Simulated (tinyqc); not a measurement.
X-ray photoelectron analysis of a thin oxide on a semiconductor: attenuation lengths, thickness, angle series and band offsets: one step, computed by the program tinyqc. Command: `OMP_NUM_THREADS=1 python tinyqc.py 3110558 3110559 out.jsonl xps walk`. One thread of a shared host (Intel(R) Xeon(R) Processor @ 2.30GHz), about 0.01 s of CPU time with the checks.

The same element is seen in the oxide and in the substrate, at nearly the same kinetic energy; films are flat and uniform, and the work function is ignored.

Task: Inelastic mean free paths. TPP-2M: lambda = E/(E_p^2 [b ln(c E) - C/E + D/E^2]) in angstrom, E_p = 28.8 sqrt(N_v rho/M), b = -0.10 + 0.944/sqrt(E_p^2 + E_g^2) + 0.069 rho^0.1, c = 0.191/sqrt(rho), U = N_v rho/M, C = 1.97 - 0.91 U, D = 53.4 - 20.8 U, with E = photon energy less binding energy in eV. Attenuation length L = factor x lambda.

Inputs (values chosen for the exercise, modelled on SiO2 on silicon):
```
quantity                                           value    unit
photon energy                                     1486.6      eV
binding energy of the core level                    99.4      eV
oxide density                                       2.25  g/cm^3
oxide formula mass                                 60.08   g/mol
valence electrons per oxide formula                   16       -
oxide gap                                           8.74      eV
substrate density                                   2.33  g/cm^3
substrate formula mass                             28.09   g/mol
valence electrons per substrate formula                4       -
substrate gap                                       1.12      eV
attenuation length over inelastic mean free path    0.87       -
```

Give: kinetic energy E; the table «Terms» with the columns E_p (eV), b, c, lambda (nm), for layer = oxide, substrate; L in the oxide; L in the substrate.

Result:

kinetic energy E = 1387.2 eV

Terms:
```
layer      E_p (eV)        b       c  lambda (nm)
oxide         22.29  0.01425  0.1273        3.838
substrate     16.59  0.03187  0.1251        3.090
```

L in the oxide = 3.339 nm

L in the substrate = 2.688 nm
